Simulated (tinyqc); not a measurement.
# Strained Delta valleys, repopulation and conductivity mass: mobility against stress

A cubic crystal with three pairs of conduction valleys along x, y and z under uniaxial stress X along [110] (X > 0 is tension); current along [110]. Non-degenerate electrons, fixed total density, one relaxation time for all valleys and stresses, masses unchanged by strain, so the mobility goes as the mean inverse mass.

Stress s_ij = X a_i a_j with a the unit vector along [110]; strain e_ii = s11 s_ii + s12 (s_jj + s_kk), e_ij = s44 s_ij/2. Valley shift dE = Xu (n.e.n - trace(e)/3) with n the valley axis; share f proportional to exp(-dE/Vt). Inverse mass along the current d = [110]: (n.d)^2/ml + (1 - (n.d)^2)/mt; mu/mu0 = sum f (1/m) over the plain mean of 1/m. The linear estimate is 1 - pi X with pi the small-stress slope -d(mu/mu0)/dX.

Values chosen for this exercise; values close to those of silicon:
- T = 300 K (temperature)
- s11 = 7.65 1/TPa (compliance)
- s12 = -2.14 1/TPa (compliance)
- s44 = 12.8 1/TPa (compliance)
- Xu = 9.22 eV (shear deformation potential)
- ml = 0.946 m0 (longitudinal mass)
- mt = 0.187 m0 (transverse mass)

Constants: q = 1.602176634e-19 C, kB = 1.380649e-23 J/K, Vt = kB T/q. Results are converted to the units shown.

Results:

| X (MPa) | splitting (meV) | largest share | mu/mu0 | linear estimate |
|---|---|---|---|---|
| 25 | 1.1283 | 0.34310 | 1.0053 | 1.0053 |
| 50 | 2.2566 | 0.35300 | 1.0108 | 1.0106 |
| 100 | 4.5132 | 0.37319 | 1.0218 | 1.0212 |
| 200 | 9.0264 | 0.41484 | 1.0446 | 1.0425 |
| 700 | 31.592 | 0.62923 | 1.1620 | 1.1487 |
| 1000 | 45.132 | 0.74128 | 1.2234 | 1.2124 |
| 1500 | 67.698 | 0.87275 | 1.2954 | 1.3187 |
| 2500 | 112.83 | 0.97519 | 1.3515 | 1.5311 |

Estimate the missing row, X = 400 MPa.

Computed row:

| X (MPa) | splitting (meV) | largest share | mu/mu0 | linear estimate |
|---|---|---|---|---|
| 400 | 18.053 | 0.50129 | 1.0920 | 1.0850 |

With this row back in the table: The ratio mu/mu0 rises from 1.01 to 1.35; pi = -21.2e-11 1/Pa. The linear estimate of the change is 0.9929 times the computed change in the first row and 1.51 times it in the last: once the splitting is several Vt (Vt = 25.9 meV) the upper valleys are nearly empty and little is left to move. At X = 2500 MPa the stress passes 1.5 GPa, where intervalley scattering and masses change too.

Range of the model: Shear strain also changes the transverse masses of these valleys, which is left out.

tinyqc, about 0.01 s, one thread, Intel Xeon 2.30GHz (shared host): `OMP_NUM_THREADS=1 python tinyqc.py 2530032 2530033 out.jsonl`
